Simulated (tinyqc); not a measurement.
Gap against coupling: Peierls distortion of a half-filled chain.

Atoms move by +/- u, so bonds change by -/+ 2u and hoppings are t +/- 2 al u. Bands E = -/+ sqrt((2 t cos x)^2 + D^2 sin^2 x) with D = 4 al u, x = k a in (0, pi/2); the gap is 2D. Energy per atom at zero temperature: E(u) = -mean_x sqrt(...) + 2 K u^2; exactly, the mean is (4t/pi) E(1 - z^2), z = D/2t, E the complete elliptic integral of the second kind with parameter m. Coupling lambda = 2 al^2/(pi t K).

Parameters, chosen for this exercise: t = 2.58 eV (hopping of the even chain); al = 6.1 eV/angstrom (change of hopping with bond length).

K is set by lambda; 4000 points.

Results:

| lambda | K (eV/angstrom^2) | u0 (angstrom) | gap (eV) | 16 t exp(-1 - 1/(2 lambda)) (eV) |
|---|---|---|---|---|
| 0.10 | 91.8 | 0.0021 | 0.102 | 0.102 |
| 0.13 | 70.6 | 0.0067 | 0.325 | 0.324 |
| 0.16 | 57.4 | 0.0138 | 0.673 | 0.667 |
| 0.20 | 45.9 | 0.0262 | 1.278 | 1.247 |
| 0.25 | 36.7 | 0.0445 | 2.173 | 2.055 |
| 0.30 | 30.6 | 0.0646 | 3.154 | 2.868 |
| 0.40 | 23.0 | 0.1072 | 5.231 | 4.351 |
| 0.50 | 18.4 | 0.1510 | 7.371 | 5.587 |

Doubling lambda from 0.1 to 0.2 multiplies the gap by 12.5 and from 0.2 to 0.4 by 4.1. The exponential form is within 2.5 % at 0.2 and 24 % at 0.5.

tinyqc: `OMP_NUM_THREADS=1 python tinyqc.py 1681154 1681155 out.jsonl`; about 0.08 s, one thread, shared Intel(R) Xeon(R) Processor @ 2.30GHz.
